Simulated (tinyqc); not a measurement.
Smearing for a one-band metal on the bcc lattice: one step. Levels on the mesh. Two cases, with inputs chosen for the exercise.

Problem. Evaluate the band and collect equal energies with their counts.

Lattice vectors (units of a): a1 = (-1/2, 1/2, 1/2), a2 = (1/2, -1/2, 1/2), a3 = (1/2, 1/2, -1/2). E(k) = -t A_1(k) - t2 A_2(k), A_m the sum of cos(k . R) over the 8 nearest and 6 second lattice vectors. Mesh k = sum (j_i/N) b_i, j_i = 0 .. N-1.

Give: Distinct levels.

Case 1.

Values chosen: t = 0.39 eV (nearest hopping); t2 = 0.02 eV (second hopping); N = 5 (unshifted mesh).

Solution.

Distinct levels:

| E_k (eV) | points |
|---|---|
| -3.2400 | 1 |
| -2.1068 | 12 |
| -1.0118 | 6 |
| -0.6234 | 24 |
| -0.2732 | 12 |
| 0.0050 | 8 |
| 0.2934 | 24 |
| 0.7600 | 24 |
| 1.6150 | 8 |
| 2.4318 | 6 |

10 distinct levels; the mean spacing is 0.630 eV.

Case 2.

Values chosen: t = 0.63 eV (nearest hopping); t2 = -0.14 eV (second hopping); N = 6 (unshifted mesh).

Solution.

Distinct levels:

| E_k (eV) | points |
|---|---|
| -4.2000 | 1 |
| -3.2200 | 12 |
| -2.1000 | 6 |
| -1.7500 | 24 |
| -1.2600 | 12 |
| -1.0500 | 8 |
| -0.7000 | 12 |
| -0.2800 | 54 |
| 0.1400 | 24 |
| 0.2100 | 8 |
| 1.2600 | 12 |
| 2.0300 | 24 |
| 2.9400 | 6 |
| 4.3400 | 12 |
| 5.8800 | 1 |

15 distinct levels; the mean spacing is 0.720 eV.

Computed by tinyqc, one run a case: `OMP_NUM_THREADS=1 python tinyqc.py N N+1 out.jsonl` with N = 1652765, 1652796; one thread of a shared Intel(R) Xeon(R) Processor @ 2.30GHz, about 0.3 s a run at most.
